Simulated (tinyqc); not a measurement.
Avalanche multiplication and breakdown of a junction from ionisation integrals: one step, computed by the program tinyqc. Command: `OMP_NUM_THREADS=1 python tinyqc.py 3028677 3028678 out.jsonl impact walk`. One thread of a shared host (Intel(R) Xeon(R) Processor @ 2.30GHz), about 0.01 s of CPU time with the checks.

Ionisation coefficients follow the local field. Position x runs through the depletion layer from the p side (x = 0), where electrons enter, to the n side (x = w), where holes enter. The built-in voltage is neglected.

Task: Multiplication and noise. M_n = 1/(1 - I_n), M_p = M_n exp(-Phi(w)); McIntyre excess noise for the carrier with the larger M, F_x = k M + (1 - k)(2 - 1/M), with k = (smaller M - 1)/(larger M - 1).

Junction: p-i-n with uniform field.

Every 50th point:
```
x (micrometre)  F (MV/cm)  alpha_n (1/cm)  alpha_p (1/cm)        Phi  I_n up to x
0.0000          0.3797757        25780.36        8692.980  0.0000000    0.0000000
0.0675          0.3797757        25780.36        8692.980  0.1153398    0.1643569
0.1350          0.3797757        25780.36        8692.980  0.2306797    0.3108093
0.2025          0.3797757        25780.36        8692.980  0.3460195    0.4413077
0.2700          0.3797757        25780.36        8692.980  0.4613594    0.5575900
0.3375          0.3797757        25780.36        8692.980  0.5766992    0.6612049
0.4050          0.3797757        25780.36        8692.980  0.6920390    0.7535323
0.4725          0.3797757        25780.36        8692.980  0.8073789    0.8358019
0.5400          0.3797757        25780.36        8692.980  0.9227187    0.9091093
```

Give: M_n; M_p; effective k; excess noise factor.

Result:

M_n = 11.002

M_p = 4.3727

effective k = 0.33719

excess noise factor = 4.9753

Injecting electrons gives the larger gain and, at equal gain, the lower noise.
